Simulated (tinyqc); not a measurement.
What moves the results: quaternary alloy A(x)B(1-x)C(y)D(1-y) matched to a substrate. A value that a table varies takes the place of the one given here.

Q(x,y) = x y Q_AC + x (1 - y) Q_AD + (1 - x) y Q_BC + (1 - x)(1 - y) Q_BD for the lattice constant. Gap, rule 1: Q(x,y) - x (1 - x)[y C_ABC + (1 - y) C_ABD] - y (1 - y)[x C_ACD + (1 - x) C_BCD]. Rule 2 (mean of ternaries): {x (1 - x)[y T_ABC(x) + (1 - y) T_ABD(x)] + y (1 - y)[x T_ACD(y) + (1 - x) T_BCD(y)]}/{x (1 - x) + y (1 - y)}, T_ABC(x) = x E_AC + (1 - x) E_BC - C_ABC x (1 - x), T_ACD(y) = y E_AC + (1 - y) E_AD - C_ACD y (1 - y), and alike. Only the Gamma valley is followed.

Matching a(x,y) = a_s gives x = (a_s - y a_BC - (1 - y) a_BD)/(y (a_AC - a_BC) + (1 - y)(a_AD - a_BD)).
Constants: hc = 1239.841984 eV nm.

Parameters, chosen for this exercise (AC, AD, BC, BD near GaAs, GaSb, InAs and InSb; substrate near InAs; the results hold for these values, not for the real material):
- a = (5.646, 6.103, 6.052, 6.482) angstrom (lattice constants of AC, AD, BC, BD)
- Eg = (1.505, 0.817, 0.419, 0.232) eV (gaps at Gamma of AC, AD, BC, BD)
- Cb = (0.532, 0.437, 1.249, 0.62) eV (bowing of ABC, ABD, ACD, BCD)
- a_s = 6.052 angstrom (substrate)
- y = 0.18 (fraction of C)

## Along the matched line

x follows from y.

Results:
```
y          x  bilinear (eV)  rule 1 (eV)  rule 2 (eV)  wavelength 1 (nm)  wavelength 2 (nm)
0.12  0.9900         0.8931       0.7574       0.7728               1637               1604
0.23  0.8595         0.8769       0.6159       0.7322               2013               1693
0.34  0.7311         0.8478       0.5132       0.6756               2416               1835
0.45  0.6046         0.8062       0.4439       0.6239               2793               1987
0.55  0.4913         0.7576       0.4054       0.5818               3058               2131
0.66  0.3684         0.6928       0.3854       0.5398               3217               2297
0.77  0.2474         0.6161       0.3838       0.5005               3230               2477
0.88  0.1281         0.5280       0.3959       0.4621               3132               2683
0.99  0.0106         0.4286       0.4168       0.4227               2975               2933
```

The matched alloys span 0.384 to 0.757 eV by rule 1, with the lowest value inside the range, at y = 0.77. Along the line dx/dy is -1.186 between the first two rows and -1.068 between the last two. In energy the two rules differ most at y = 0.45, by 180 meV (806 nm there), which measures how far the ternary data leave the interior open. Miscibility gaps are not considered.

## What each parameter does

x is matched anew each time. Each row changes one parameter from the base and keeps the others.

Results:
```
case                                            x  rule 1 (eV)  rule 2 (eV)
base                                       0.9186       0.6751       0.7571
y = 0.19                                   0.9067       0.6626       0.7524
a_s = 6.056 angstrom                       0.9081       0.6651       0.7528
Cb = (0.638, 0.524, 1.499, 0.744) eV       0.9186       0.6329       0.7313
Eg = (1.555, 0.817, 0.419, 0.232) eV       0.9186       0.6834       0.7654
a = (5.656, 6.103, 6.052, 6.482) angstrom  0.9229       0.6793       0.7587
```

The largest shifts from the base row, up to three for each result and ties (the steps differ in size, so this ranks the rows, not the parameters). x: y -0.0118, a_s -0.0104, a +0.0043; unchanged at the printed digits by Cb and Eg. rule 1 (eV): Cb -0.0421, y -0.0125, a_s -0.0100. rule 2 (eV): Cb -0.0258, Eg +0.0083, y -0.0047.

Computed by tinyqc, a small Python program: `OMP_NUM_THREADS=1 python tinyqc.py 1050634 1050635 out.jsonl` (the numbers bound the seed that draws the inputs); one thread of a shared host (Intel(R) Xeon(R) Processor @ 2.30GHz), about 0.01 s for the whole set of steps.
